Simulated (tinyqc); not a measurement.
Inside a calculation. Model: vertical double-diffused power MOSFET, components of the on-resistance.

Computed by the program tinyqc: `OMP_NUM_THREADS=1 python tinyqc.py 2230106 2230107 out.jsonl`, one thread of a shared Intel Xeon 2.30GHz, about 0.01 s for the whole run. Printed values are rounded.

Stripe cells of pitch Wp + a, two channels a cell. Current flows through the channels, spreads in the accumulation layer, passes the gap between the p bodies and spreads at 45 degrees into the drift layer below them. Low drain voltage, full ionisation.

Parameters, values chosen for the exercise; bulk values close to those of silicon:
```
symbol,value,unit,meaning
T,300,K,temperature
eps_r,12.2,,relative permittivity
Kc,3900,V/cm per (cm^-3)^(1/8),critical-field constant
BV,30,V,rated breakdown voltage of the drift layer
mud,1200,cm^2/(V s),drift mobility at 300 K
bt,2.5,,temperature exponent of the drift mobility
tox,99,nm,gate oxide thickness (eps_r 3.9)
Vov,13,V,gate overdrive
mch,240,cm^2/(V s),channel mobility
mac,620,cm^2/(V s),accumulation-layer mobility
Lc,0.7,um,channel length
Wp,6.6,um,"width of the p body in one cell, channels included"
a,2,um,gap between neighbouring p bodies
xp,0.8,um,depth of the p body
Nj,1,,doping of the gap over the drift doping
Vbi,0.825,V,built-in voltage of the body junction
Rs,0.44,mohm cm^2,substrate and contact resistance
```

Constants: q = 1.602176634e-19 C, eps0 = 8.8541878128e-14 F/cm where lengths are in cm. Results are converted to the units shown.

## Drift layer

Triangular field at breakdown with Ec = Kc N^(1/8): BV = eps0 eps_r Ec^2/(2 q N), so N = (eps0 eps_r Kc^2/(2 q BV))^(4/3); W = 2 BV/Ec; mu = mud (T/300 K)^(-bt); rho = 1/(q mu N); ideal resistance rho W.

drift doping N = 2.04347e16 cm^-3
Ec = 0.426443 MV/cm
drift thickness W = 1.40699 um
electron mobility mu at T = 1200 cm^2/(V s)
drift resistivity rho = 0.254531 ohm cm
ideal resistance = 0.0358122 mohm cm^2

## Components of the on-resistance

Pitch p = Wp + a, Cox = 3.9 eps0/tox; zero-bias depletion in the gap w0 = sqrt(2 eps0 eps_r Vbi/(q N Nj)), open gap g = a - 2 w0; R_ch = Lc p/(2 mch Cox Vov); R_acc = 0.6 a p/(4 mac Cox Vov), 0.6 being an empirical factor for current leaving the layer along its length; R_gap = (rho/Nj) xp p/g; spreading depth t = min(W, (p - g)/2); R_drift = (rho p/2) ln((g + 2 t)/g) + rho (W - t); R_on = the sum with Rs.

w0 = 0.233323 um
g = 1.53335 um
components (mohm cm^2): channel 0.276588, accumulation 0.0917712, gap 0.114205, drift 0.114056, substrate 0.44
R_on = 1.03662 mohm cm^2
shares (%): channel 26.6817, accumulation 8.8529, gap 11.0171, drift 11.0027, substrate 42.4456

The substrate term is the largest. R_on is 28.9 times the ideal drift resistance rho W, and spreading raises the drift term to 3.18 times it.
